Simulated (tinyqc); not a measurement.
# Changing the trap density Q_t

Model: grain-boundary trapping model (Seto) of a polycrystalline semiconductor film. Computed by tinyqc, a small Python program. Command: `OMP_NUM_THREADS=1 python tinyqc.py 3022545 3022546 out.jsonl poly sweep`. One thread of a shared host (Intel(R) Xeon(R) Processor @ 2.30GHz), about 0.01 s of CPU time with the checks.

Grains of equal size L are joined by thin boundaries with one trap level. Trapped carriers deplete a width W on each side and raise a barrier, crossed by thermionic emission. Dopants are fully ionised, statistics are non-degenerate and mu_g does not depend on T.

Inputs (values chosen for the exercise, modelled on polycrystalline SiGe):
```
quantity                                     value        unit
permittivity eps                              13.5           -
effective mass m                              0.28         m_0
effective density of states at 300 K, N_c  1.5e+19      1/cm^3
grain size L                                    34          nm
trap level E_t below the band edge            0.21          eV
doping N                                   1.7e+16      1/cm^3
mobility inside the grains mu_g                210  cm^2/(V s)
temperature T                                  250           K
```

Grain interior: resistance included.

Constants: k_B = 8.617333262e-05 eV/K; e = 1.602176634e-19 C; eps_0 = 8.8541878128e-12 F/m; m_0 = 9.1093837015e-31 kg; k_B = 1.380649e-23 J/K.

Method:
- N_c(T) = N_c (T/300 K)^(3/2). Filled traps Q = Q_t/(1 + (1/2) exp((E_t* - E_F)/k_B T)), where E_t* = e V_B - E_t and E_F are counted from the band edge at the grain centre. Partial depletion: Q = 2 N W, V_B = e N W^2/(2 eps eps_0), E_F = k_B T ln(N/N_c); solve for W. If that W would exceed L/2 the grain is fully depleted: W = L/2, Q = N L, and E_F follows from the trap equation. Centre density n_0 = N_c exp(E_F/k_B T).
- Boundary: sigma_b = L e^2 n_0 exp(-e V_B/k_B T)/sqrt(2 pi m k_B T); drift through the grain, depleted parts included: rho_g = [(1 - 2W/L) + (2W/L) int_0^1 exp(y^2 s^2) ds]/(e n_0 mu_g); rho = 1/sigma_b + rho_g. Mean carrier density n_av = n_0 [(1 - 2W/L) + (2W/L) (sqrt(pi)/2) erf(y)/y], y = sqrt(e V_B/k_B T); effective mobility 1/(e n_av rho).
- E_a = d ln(rho)/d(1/k_B T) from T - 5 K and T + 5 K; temperature coefficient d ln(rho)/dT.

One run for each value; columns: (1) trap density Q_t (1/cm^2); (2) resistivity rho (ohm cm); (3) barrier V_B (V); (4) effective mobility (cm^2/(V s)); (5) activation energy E_a (eV):
```
(1)              (2)        (3)     (4)      (5)
6.10e+10  5.8783e+00  0.0032926  159.11  0.23808
9.70e+10  7.2009e+01  0.0032926  159.11  0.23808
1.50e+11  1.6937e+02  0.0032926  159.11  0.23808
2.40e+11  3.3470e+02  0.0032926  159.11  0.23808
3.90e+11  6.1024e+02  0.0032926  159.11  0.23808
6.10e+11  1.0144e+03  0.0032926  159.11  0.23808
9.70e+11  1.6757e+03  0.0032926  159.11  0.23808
1.50e+12  2.6493e+03  0.0032926  159.11  0.23808
2.40e+12  4.3026e+03  0.0032926  159.11  0.23808
```

What does the table show, and why?

Over the rows, resistivity rho (ohm cm) rises from 5.88 to 4300 (exponent d ln y / d ln x 5.4 between the first rows and 1.0 between the last); barrier V_B (V) does not change; effective mobility (cm^2/(V s)) does not change. The exponent of barrier V_B stays at 0: the barrier is set by N and L, or pinned by the trap level. Lowering Q_t, as passivation does, from the last row to the first cuts rho by 2.9 decades.

Caution (rows 6.10e10): n_0 is not small against N, so full depletion is a rough description.
